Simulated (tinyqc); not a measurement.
Luttinger-Kohn k.p, four valence bands, step by step. One step of it, computed by the program tinyqc.

Task: Hole masses. E = c [g1 k^2 -/+ 2 sqrt(g2^2 k^4 + 3 (g3^2 - g2^2)(kx^2 ky^2 + ky^2 kz^2 + kz^2 kx^2))] with c = hbar^2/2m, and m* = hbar^2 k^2 / (2 E).

Luttinger parameters chosen for this model; energies are counted downward from the top of the valence band:
```
parameter,value,unit
g1,8.580000,
g2,0.740000,
g3,1.610000,
```

Give: Masses.

Result:

Masses (electron masses):
```
direction,heavy,light
[100],0.1408,0.0994
[110],0.1756,0.0872
[111],0.1866,0.0847
```
